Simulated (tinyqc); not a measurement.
Inside a calculation. Method: sp3 tight binding, zinc-blende lattice. One step of it, computed by the program tinyqc.

Problem. Levels at X. Diagonalise the Hermitian matrix.

H(k) at X (eV), lower triangle (Hermitian):
```
                     a s                a px                a py                a pz
a s           -14.360000
a px            0.000000           -6.610000
a py            0.000000            0.000000           -6.610000
a pz            0.000000            0.000000            0.000000           -6.610000
c s             0.000000  0.000000+8.062444i            0.000000            0.000000
c px  0.000000-8.062444i            0.000000            0.000000            0.000000
c py            0.000000            0.000000            0.000000  0.000000-9.765429i
c pz            0.000000            0.000000  0.000000-9.765429i            0.000000

             c s       c px       c py       c pz
c s   -14.360000
c px    0.000000  -6.610000
c py    0.000000   0.000000  -6.610000
c pz    0.000000   0.000000   0.000000  -6.610000
```

Give: eigenvalues.

Solution.

eigenvalues (eV): -19.4303  -19.4303  -16.3754  -16.3754  -1.5397  -1.5397  3.1554  3.1554
